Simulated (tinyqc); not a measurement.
## One-dimensional ballistic tunnel FET, two-band WKB: effect of the source degeneracy

A p-type source for x < 0 with its Fermi level at 0 and its valence edge at ds; in the channel the bands fall as D exp(-x/lam) towards their flat values, with the conduction edge at Ec = ds - dP and D = dP + Eg. The gate moves dP one to one. The drain Fermi level lies at -Vd and the drain side reflects nothing. For w = E - Ec between 0 and dP an electron crosses the gap. Two-band dispersion with equal masses m: inside the gap kappa = sqrt(m u (1 - u/Eg)/C), u the distance from a band edge, C = hbar^2/(2 m0).

S(w) = 2 lam int_0^Eg kappa(u) du/(w + Eg - u) = 2 pi lam sqrt(m/(C Eg)) [w + Eg/2 - sqrt(w (w + Eg))], T(w) = exp(-S). I = g (2 q^2/h) int_0^dP T(w) [f(E) - f(E + Vd)] dw, E = ds - dP + w, f(x) = 1/(1 + exp(x/Vt)). Swing = d(dP)/d(log10 I).

Values chosen for this exercise; band and dielectric values close to those of germanium:
```
symbol  value  unit                                     meaning
T         200     K                                 temperature
Eg      0.656    eV                                    band gap
m        0.06    m0        band-edge mass of the two-band model
lam       3.1    nm     screening length of the source junction
Vd        0.3     V                                  drain bias
g           1        number of degenerate subbands (spin apart)
dP       0.29    eV  tunnelling window Ev(source) - Ec(channel)
```

Constants: q = 1.602176634e-19 C, kB = 1.380649e-23 J/K, hbar = 1.054571817e-34 J s, h = 6.62607015e-34 J s, m0 = 9.1093837015e-31 kg, Vt = kB T/q, hbar^2/(2 m0) = 0.0380998212 eV nm^2. Results are converted to the units shown.

Effect of the source degeneracy:
```
ds (eV)    I (uA)  swing (mV/decade)
-0.05      0.4858              262.8
0          0.4472              245.6
0.05       0.3067              212.2
0.1        0.1704              171.2
0.15      0.07929              131.3
0.2       0.02825              94.41
0.25     0.006311              62.62
0.3      6.591e-4              43.60
```

What does the comparison show?

I falls from 0.486 to 6.59e-4 uA, and the swing falls from 263 to 43.6 mV/decade. The screening length is held fixed, though doping would change it.

Range of the model: The two-band model describes a direct gap; phonon-assisted tunnelling across an indirect gap is left out.

Program tinyqc, `OMP_NUM_THREADS=1 python tinyqc.py 2620131 2620132 out.jsonl`; Intel Xeon 2.30GHz, shared host, one thread, about 0.01 s.
